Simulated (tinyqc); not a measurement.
# Worked calculation: MOSFET in saturation, small-signal circuit and noise

Numbers from tinyqc (`OMP_NUM_THREADS=1 python tinyqc.py 2150143 2150144 out.jsonl`; about 0.01 s on one thread of a shared Intel Xeon 2.30GHz). Printed values are rounded.

Bias by the inversion coefficient IC = I/Ispec (charge-based model with velocity saturation; weak inversion below 0.1, strong above 10). Common-source circuit: gm, gds, Cgs, Cgd and Cj at the inner nodes, Rg in series with the gate; quasi-static, no source or drain resistance, no gate-body capacitance, no substrate network, no induced gate noise, so fmax is an upper estimate.

Values chosen for this exercise: temperature T = 350 K; gate length L = 65 nm; total gate width W = 10 um; gate capacitance Cox = 1.25 uF/cm^2; mobility mu = 190 cm^2/(V s); slope factor n = 1.38; velocity-saturation length Ls = 10 nm; ratio gds/gm sg = 0.052; overlap and fringe capacitance per side Cov = 0.41 fF/um; drain junction capacitance Cj = 0.89 fF/um; sheet resistance of the gate Rsh = 20 ohm; finger width Wf = 0.5 um; gate contact and vertical resistance Rc = 300 ohm um; inversion coefficient IC = 0.62; short-channel excess of the noise factor gw = 0.13; oxide trap density Nt = 2.6e17 cm^-3 eV^-1; tunnelling length into the oxide lt = 0.1 nm; Coulomb scattering coefficient ac = 0 V s/C; signal frequency f = 5 GHz.

Constants: q = 1.602176634e-19 C, kB = 1.380649e-23 J/K, Vt = kB T/q. Results are converted to the units shown.

Range of the model: fmax exceeds 4 fT, where channel resistance and substrate losses, left out here, would cap it.

## Current, transconductance and gain

Ispec = 2 n mu Cox (W/L) Vt^2, lc = Ls/L, gms = [sqrt((lc IC + 1)^2 + 4 IC) - 1]/[2 + lc (lc IC + 1)], gm = gms Ispec/(n Vt), gds = sg gm.

Ispec = 91.7363 uA
I = 56.8765 uA
gms = 0.423468
gm = 0.933343 mS
gds = 0.0485338 mS
gm/I = 16.4100 1/V

gm/I is 68.3 % of its weak-inversion limit 1/(n Vt); without velocity saturation (lc = 0) gms would be 0.433.

## Capacitances, gate resistance and cut-off frequencies

qs = [sqrt(1 + 4 IC) - 1]/2, Cgs = Cox W L qs (2 qs + 3)/(3 (qs + 1)^2) + Cov W, Cgd = Cov W, Cd = Cj W, Rg = Rsh (Wf/L)/(12 Nf) + Rc/W with Nf = W/Wf fingers (not rounded) contacted at both ends. fT = gm/(2 pi (Cgs + Cgd)), fmax = fT/(2 sqrt(Rg (gds + 2 pi fT Cgd))).

Cgs = 6.30697 fF
Cgd = 4.1 fF
Cd = 8.9 fF
Rg = 30.6410 ohm
fT = 14.2737 GHz
fmax = 63.1951 GHz

Overlap and fringe make up 78.8 % of the gate capacitance; fmax is 4.43 times fT.

## Admittance matrix

Inner admittances at w = 2 pi f: y11 = i w (Cgs + Cgd), y12 = -i w Cgd, y21 = gm - i w Cgd, y22 = gds + i w (Cgd + Cd). Invert to Z, add Rg to Z11 and invert back to Y.

inner y (mS):
```
,1,2
1,0.000000+0.326945i,0.000000-0.128805i
2,0.933343-0.128805i,0.048534+0.408407i
```

Y with Rg (mS):
```
,1,2
1,0.003275+0.326912i,-0.001290-0.128792i
2,0.931959-0.138142i,0.049079+0.412085i
```

## Current gain and unilateral power gain

|h21| = |Y21/Y11|; U = |Y21 - Y12|^2/(4 [Re Y11 Re Y22 - Re Y12 Re Y21]). Extrapolated at 20 dB a decade: f |h21| and f sqrt(U).

|h21| = 2.88180
U = 159.745
f |h21| = 14.4090 GHz
f sqrt(U) = 63.1951 GHz

f |h21| is 0.95 % above the formula for fT, and f sqrt(U) within 0.01 % of that for fmax.

## Noise at the gate

Channel noise Sid = 4 kB T gam n gm with gam = (1/2 + (2/3) qs)/(1 + qs) + gw lc IC, qs = [sqrt(1 + 4 IC) - 1]/2, lc = Ls/L (the last term an empirical rise with velocity saturation); at the gate, white noise Sw = Sid/gm^2 + 4 kB T Rg. Number fluctuation with correlated mobility: S(f) = K/f, K = q^2 Vt lt Nt/(W L Cox^2) (1 + ac mu Cox I/gm)^2, Vt in eV with Nt per eV. Corner fc = K/Sw. Full shot noise would be 2 q I.

gam = 0.562739
Sid = 1.40100e-23 A^2/Hz
Sid/(2 q I) = 0.768715
sqrt(Sw) = 4.08349 nV/Hz^0.5
K = 1.98199e-10 V^2
fc = 11.8861 MHz

The gate resistance gives 3.6 % of the white noise power.
